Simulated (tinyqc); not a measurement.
# Short-channel transistor, virtual-source model with series resistance: what changes with what

The current per gate width is the charge at the top of the source barrier (the virtual source) times its velocity times a saturation function; al and be are fitting constants of the model. Units: I in uA/um, Rs in ohm um, so I Rs = 1e-6 I Rs in volts; Q in uC/cm^2, so I = 1e-4 Q vx0 Fsat with vx0 in cm/s.

Parameters, values chosen for the exercise: temperature T = 300 K; inversion capacitance Cinv = 1.82 uF/cm^2; velocity at the virtual source vx0 = 1.86e7 cm/s; apparent mobility mu = 1400 cm^2/(V s); channel length L = 45 nm; threshold at zero drain voltage VT0 = 0.41 V; drain-induced barrier lowering dl = 0.18 V/V; subthreshold factor n0 = 1.55; growth of n with drain voltage nd = 0.1 1/V; threshold shift (in units of Vt) from weak to strong inversion al = 3.5; sharpness of saturation be = 2; series resistance of each contact Rs = 120 ohm um.

Constants: q = 1.602176634e-19 C, kB = 1.380649e-23 J/K, Vt = kB T/q. Results are converted to the units shown.

Each table varies one quantity; the others keep the values above.

## Effect of the threshold at zero drain voltage on the on and off currents

Intrinsic voltages Vg' = Vgs - I Rs, Vd' = Vds - 2 I Rs. n = n0 + nd Vd', VT = VT0 - dl Vd', Ff = 1/(1 + exp((Vg' - VT + al Vt/2)/(al Vt))), Q = Cinv n Vt ln(1 + exp((Vg' - VT + al Vt Ff)/(n Vt))), Vdsat = (vx0 L/mu)(1 - Ff) + Vt Ff, Fsat = u/(1 + u^be)^(1/be) with u = Vd'/Vdsat, and I = Q vx0 Fsat per width. I is solved self-consistently. Ion is I at Vgs = Vds = 0.8 V, Ioff at Vgs = 0, Vds = 0.8 V, and Rlin = Vds/I at Vgs = 0.8 V, Vds = 0.05 V.

Effect of the threshold at zero drain voltage on the on and off currents:
```
VT0 (V)	Ion (uA/um)	Ioff (nA/um)	log10(Ion/Ioff)	Rlin (ohm um)
0.15	1719	1.245e5	1.140	268.2
0.2	1612	7.277e4	1.345	270.6
0.25	1505	3.725e4	1.606	273.5
0.3	1398	1.652e4	1.927	277.0
0.35	1291	6440	2.302	281.2
0.4	1184	2282	2.715	286.5
0.45	1077	760.2	3.151	293.3
0.5	969.8	244.1	3.599	302.1
```

What does the table show?

As VT0 goes from 0.15 to 0.5 V, Ion falls from 1720 to 970 uA/um, Ioff falls from 1.25e5 to 244 nA/um and Rlin rises from 268 to 302 ohm um. Ion changes by a factor of 0.564 and Ioff by 0.00196. The off current depends on it through an exponential, the on current about linearly. For VT0 = 0.15 to 0.4 V the off current passes 1 uA/um, so the device is hardly off at Vgs = 0.

## Output curve

Same model as above.

gds = dI/dVds, gm = dI/dVgs.

In this table Vgs = 0.8 V.

Result of one run:
```
Vds (V)	I (uA/um)	Fsat	gds (uS/um)	gain gm/gds
0.36	940.0	0.9155	949.7	1.799
```

What becomes of these results when the drain voltage Vds is changed from 0.36 to 0.27 V, all else the same?

Result of the changed run:
```
Vds (V)	I (uA/um)	Fsat	gds (uS/um)	gain gm/gds
0.27	815.0	0.7831	1930	0.5444
```

The whole series:
```
Vds (V)	I (uA/um)	Fsat	gds (uS/um)	gain gm/gds
0.09	309.4	0.2562	3340	0.04514
0.18	593.3	0.5359	2902	0.1506
0.27	815.0	0.7831	1930	0.5444
0.36	940.0	0.9155	949.7	1.799
0.45	1006	0.9621	579.8	3.419
0.53	1047	0.9782	475.7	4.349
0.62	1088	0.9867	431.5	4.891
0.71	1125	0.9910	413.0	5.159
0.8	1162	0.9936	404.1	5.302
```

The current rises from 309 to 1160 uA/um as Fsat rises from 0.256 to 0.994; gds falls from 3340 to 404 uS/um. The gain ends at 5.30, against 1/dl = 5.56 for a current that depends on Vds through barrier lowering alone.

## Effect of the apparent mobility on the on and off currents

Same model as above.

Effect of the apparent mobility on the on and off currents:
```
mu (cm^2/(V s))	Ion (uA/um)	Ioff (nA/um)	log10(Ion/Ioff)	Rlin (ohm um)
50	557.3	1805	2.489	1485
85	747.8	1825	2.613	978.0
140	913.6	1833	2.698	692.3
240	1045	1836	2.755	507.1
410	1117	1838	2.784	398.5
700	1148	1838	2.796	334.0
1200	1160	1839	2.800	295.5
2000	1165	1839	2.802	273.6
```

What does the comparison show?

As mu goes from 50 to 2000 cm^2/(V s), Ion rises from 557 to 1160 uA/um, Ioff rises from 1810 to 1840 nA/um and Rlin falls from 1490 to 274 ohm um. Ion changes by a factor of 2.09 and Ioff by 1.02. In every row the off current passes 1 uA/um, so the device is hardly off at Vgs = 0.

Program tinyqc, `OMP_NUM_THREADS=1 python tinyqc.py 2380163 2380164 out.jsonl`; Intel Xeon 2.30GHz, shared host, one thread, about 0.02 s.
